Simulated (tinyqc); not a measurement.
# Lossy interposer transmission line with skin effect: line properties against frequency

A uniform line in a homogeneous dielectric: c = sqrt(er)/(c0 Z0), l = Z0 sqrt(er)/c0 (c0 = 299792458 m/s), g = w c td, w = 2 pi f. The resistance joins its limits as r = sqrt(r_dc^2 + r_hf^2), with r_dc = rho/(wd th), r_hf = kr rho/(2 delta (wd + th)), delta = sqrt(rho/(pi f mu0)), mu0 = 4 pi 1e-7 H/m; this is an interpolation, and internal inductance, up to 0.05 nH/mm at low frequency, is neglected.

gamma = sqrt((r + i w l)(g + i w c)) = alpha + i beta, Zc = sqrt((r + i w l)/(g + i w c)), roots with positive real part; loss 8.685889638 alpha in dB; phase velocity w/beta. ZL = 1/(1/RL + i w CL); reflection (ZL - Zc)/(ZL + Zc); Zin = Zc (ZL + Zc tanh(gamma len))/(Zc + ZL tanh(gamma len)); H = V_load/V_source = [Zin/(Zin + Rg)]/[cosh(gamma len) + (Zc/ZL) sinh(gamma len)].

Values chosen for this exercise:
```
symbol,value,unit,meaning
wd,6.3,um,width of the strip
th,1.5,um,thickness of the strip
rho,2,uohm cm,resistivity
er,3.9,,relative permittivity
td,0.002,,loss tangent
Z0,75,ohm,lossless impedance sqrt(l/c)
kr,2,,factor for crowding and the return path
len,29,mm,length
Rg,25,ohm,source resistance
RL,1000,ohm,load resistance
CL,100,fF,load capacitance
```

Line properties against frequency:
```
f (GHz)	r (ohm/mm)	r/(w l)	loss (dB/mm)	|Zc| (ohm)	phase velocity over c0	length in wavelengths	|H| (dB)
0.01	2.1195	68.277	0.020873	619.76	0.086118	0.011233	-0.72011
0.03	2.1256	22.825	0.035683	358.48	0.14679	0.019770	-0.71908
0.09	2.1438	7.6735	0.059457	208.63	0.24246	0.035906	-0.69974
0.3	2.2065	2.3693	0.095753	120.27	0.37917	0.076536	-0.45285
0.8	2.3489	0.94585	0.12509	87.992	0.46472	0.16652	0.73577
2	2.6598	0.42842	0.15148	78.227	0.49570	0.39029	-2.2702
7	3.6829	0.16949	0.21503	75.533	0.50462	1.3419	-4.1769
20	5.5168	0.088859	0.32634	75.148	0.50589	3.8243	-9.5599
60	9.0745	0.048721	0.54689	75.044	0.50623	11.465	-21.968
```

Read the table: what changes, and by how much?

r equals w l at 0.752 GHz: below it |Zc| and the delay grow as in an RC line, above it |Zc| tends to Z0 = 75 ohm and the velocity to 1/sqrt(er) = 0.506 c0. The loss goes as f^(0.49) between the first two rows and f^(0.47) between the last two. |H| is -0.720 dB in the first row and -22.0 dB in the last; between rows it can pass through resonances that the table doesn't show.

Computed by the program tinyqc: `OMP_NUM_THREADS=1 python tinyqc.py 2810228 2810229 out.jsonl`, one thread of a shared Intel Xeon 2.30GHz, about 0.01 s for the whole run.
